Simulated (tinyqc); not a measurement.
FCI on RHF in the 6-31g basis, for H-, spin multiplicity 1, step by step. The basis has no diffuse functions, so it cannot describe the extra electron: this is an exercise in the method, not the real anion. One step of it, computed by the program tinyqc.

Problem. FCI: determinants and Hamiltonian. Slater-Condon rules over spin orbitals, with the nuclear repulsion added and E(HF) subtracted on the diagonal.

one-electron integrals over orbitals h = C^T H C (hartree):
```
           1          2
1  -0.477654  -0.138978
2  -0.138978   0.440356
```

Two-electron integrals over orbitals (pq|rs), unique and non-zero (hartree):
```
(11|11) 0.532867   (21|11) 0.138978   (21|21) 0.136050   (22|11) 0.591309
(22|21) 0.243852   (22|22) 0.778941
```

nuclear repulsion = 0 hartree

Hartree-Fock energy = -0.42244193 hartree

Give: determinants; H - E(HF) between determinants.

Solution.

Occupation strings over the orbitals (2 doubly, a alpha, b beta, 0 empty; spin orbitals ordered 1a 1b 2a 2b ...): 20 ab ba 02

H - E(HF) between determinants (hartree):
```
        20       ab       ba       02
20  0.0000   0.0000   0.0000   0.1361
ab  0.0000   0.9765  -0.1361   0.1049
ba  0.0000  -0.1361   0.9765  -0.1049
02  0.1361   0.1049  -0.1049   2.0821
```
